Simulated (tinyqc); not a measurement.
UHF in the sto-3g basis, for BeH, spin multiplicity 2, step by step. One step of it, computed by the program tinyqc.

Question. Orthogonalisation. S = U s U^T; symmetric (Loewdin) form X = U s^(-1/2) U^T, so that X^T S X = 1.

overlap S, order 1Be 1s, 1Be 2s, 1Be 2px, 1Be 2py, 1Be 2pz, 2H 1s:
```
[[1.000000, 0.259517, 0.000000, 0.000000, 0.000000, 0.010804],
 [0.259517, 1.000000, 0.000000, 0.000000, 0.000000, 0.190624],
 [0.000000, 0.000000, 1.000000, 0.000000, 0.000000, 0.000000],
 [0.000000, 0.000000, 0.000000, 1.000000, 0.000000, 0.000000],
 [0.000000, 0.000000, 0.000000, 0.000000, 1.000000, 0.263576],
 [0.010804, 0.190624, 0.000000, 0.000000, 0.263576, 1.000000]]
```

Give: eigenvalues of S; X.

Answer.

eigenvalues of S: [0.6313, 0.8119, 1.0000, 1.0000, 1.1781, 1.3788]

X, order 1Be 1s, 1Be 2s, 1Be 2px, 1Be 2py, 1Be 2pz, 2H 1s:
```
[[1.0270, -0.1382, 0.0000, 0.0000, -0.0035, 0.0151],
 [-0.1382, 1.0426, 0.0000, 0.0000, 0.0213, -0.1057],
 [0.0000, 0.0000, 1.0000, 0.0000, 0.0000, 0.0000],
 [0.0000, 0.0000, 0.0000, 1.0000, 0.0000, 0.0000],
 [-0.0035, 0.0213, 0.0000, 0.0000, 1.0283, -0.1414],
 [0.0151, -0.1057, 0.0000, 0.0000, -0.1414, 1.0435]]
```
